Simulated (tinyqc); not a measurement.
One-sided p+-n junction, ionisation integral and breakdown: one step of the calculation.

A p+ layer at x < 0 and an n drift layer from x = 0. Depletion approximation, built-in voltage neglected. Local ionisation coefficients alpha_n = an exp(-(bn/E)^mx), alpha_p = ap exp(-(bp/E)^mx). Electrons move towards +x, holes towards x = 0.

Task. Field and ionisation coefficients on a grid. W = sqrt(2 eps0 eps_r V/(q N)), peak field E0 = q N W/(eps0 eps_r), falling linearly to 0 at W. Grid: 13 equal steps from 0 to fr W.

Parameters, values chosen for the exercise; material values close to those of gallium nitride: relative permittivity eps_r = 9.36; prefactor of the electron ionisation coefficient an = 2.71e8 1/cm; field constant for electrons bn = 3.29e7 V/cm; prefactor of the hole ionisation coefficient ap = 1.25e8 1/cm; field constant for holes bp = 1.99e7 V/cm; exponent mx = 1; donor density of the drift layer N = 5.1e15 cm^-3; reverse voltage V = 1910 V; share of the depleted width that the grid covers fr = 0.4.

Constants: q = 1.602176634e-19 C, eps0 = 8.8541878128e-14 F/cm where lengths are in cm. Results are converted to the units shown.

Find: W; x; E; alpha_n; alpha_p.

Result.

W = 19.68 um

```
point  x (um)  E (kV/cm)  alpha_n (1/cm)  alpha_p (1/cm)
0       0.000       1941           11.76            4402
1       0.606       1881           6.868            3179
2       1.211       1821           3.871            2247
3       1.817       1762           2.098            1552
4       2.423       1702           1.090            1044
5       3.028       1642          0.5394           682.3
6       3.634       1582          0.2533           431.9
7       4.240       1523          0.1121           263.7
8       4.845       1463         0.04640           154.7
9       5.451       1403         0.01782           86.73
10      6.056       1344        0.006286           46.18
11      6.662       1284        0.002012           23.19
12      7.268       1224        5.766e-4           10.89
13      7.873       1164        1.453e-4           4.730
```

Numbers from tinyqc (`OMP_NUM_THREADS=1 python tinyqc.py 2120148 2120149 out.jsonl`; about 0.07 s on one thread of a shared Intel Xeon 2.30GHz).
